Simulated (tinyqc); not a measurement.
The same inclusion in several hosts: polytypes by hexagonality, and a cubic inclusion as a quantum well.

Gap: E3 + (Es - E3) h/hs for h up to hs, then linear from Es to E2 at h = 1. Valence top Ev2 h and polarisation P2 h, both counted from 3C; Ec = Ev + gap.

Constants: hbar^2/2m0 = 3.80998211 eV angstrom^2.

Values chosen for the exercise (of the order of those of SiC; not measured data): E3 = 2.37 eV (gap of the cubic polytype); E2 = 3.324 eV (gap of 2H); Ev2 = 0.117 eV (valence top of 2H above that of 3C); P2 = -0.0385 C/m^2 (spontaneous polarisation of 2H); Es = 3.282 eV (gap at the hexagonality hs); hs = 0.5 (hexagonality up to which the first line holds); m = (0.324, 0.334) m0 (electron mass along c in the cubic layer and in the host); d = 2.527 angstrom (thickness of a double layer); eps = 10.1 (dielectric constant); N = 6 (double layers in the cubic inclusion).

h from the stacking: 8H 1/4, 6H 1/3, 15R 2/5, 4H 1/2, 9R 2/3, 2H 1. V = Ec(host) - Ec(3C); square-well level from k tan(k L/2) = (m_w/m_b) q, k = sqrt(m_w E/c), q = sqrt(m_b (V - E)/c), L = N d; |F| = |P|/(eps eps0), eps0 = 8.8541878e-12 F/m.

Results:

| host | h | gap (eV) | V (eV) | depth (eV) | \|F\| (MV/cm) |
|---|---|---|---|---|---|
| 8H | 0.250 | 2.826 | 0.485 | 0.311 | 1.08 |
| 6H | 0.333 | 2.978 | 0.647 | 0.450 | 1.44 |
| 15R | 0.400 | 3.100 | 0.776 | 0.565 | 1.72 |
| 4H | 0.500 | 3.282 | 0.971 | 0.742 | 2.15 |
| 9R | 0.667 | 3.296 | 1.004 | 0.773 | 2.87 |
| 2H | 1.000 | 3.324 | 1.071 | 0.834 | 4.31 |

From 8H to 4H the well deepens by a factor of 2.00 and the bound level by 2.38, between the limits of a wide well (as V) and a thin one (as V^2); in 4H the level keeps 76 % of V; from 4H to 2H the gap gains only 42 meV while the field doubles. The depths leave the field out, although its drop |F| L reaches 653 meV in 2H.

Program tinyqc; command `OMP_NUM_THREADS=1 python tinyqc.py 1880824 1880825 out.jsonl`; about 0.04 s on one thread of a shared Intel(R) Xeon(R) Processor @ 2.30GHz.
